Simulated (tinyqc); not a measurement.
Plane-wave Kohn-Sham cycle with exchange-only LDA in a layered model solid, step by step. One step of it, computed by the program tinyqc.

Problem. Iteration 2: Hamiltonian at one k. H(m,m') = (k + G_m)^2/2 delta + V(G_m - G_m'), with V(-G) = V(G).

A solid whose potential varies along x alone (atomic units):
```
parameter,value
period a,9.300000
cross-section of the cell,30.000000
electrons per cell,2
grid points,16
"plane waves -n..n, n",3
k points,1
V1 in V1 cos(2 pi x/a),-0.560000
```

V(G_m), m = 0, 1, 2, ... (hartree): -0.189579  -0.269550  -0.000360  -0.000340  -0.000054  0.000004  0.000003

k = 0.000000 2 pi / a

Give: H.

Solution.

H (hartree), lower triangle:
```
,-3,-2,-1,+0,+1,+2,+3
-3,1.8644
-2,-0.2696,0.7233
-1,-0.0004,-0.2696,0.0386
+0,-0.0003,-0.0004,-0.2696,-0.1896
+1,-0.0001,-0.0003,-0.0004,-0.2696,0.0386
+2,0.0000,-0.0001,-0.0003,-0.0004,-0.2696,0.7233
+3,0.0000,0.0000,-0.0001,-0.0003,-0.0004,-0.2696,1.8644
```
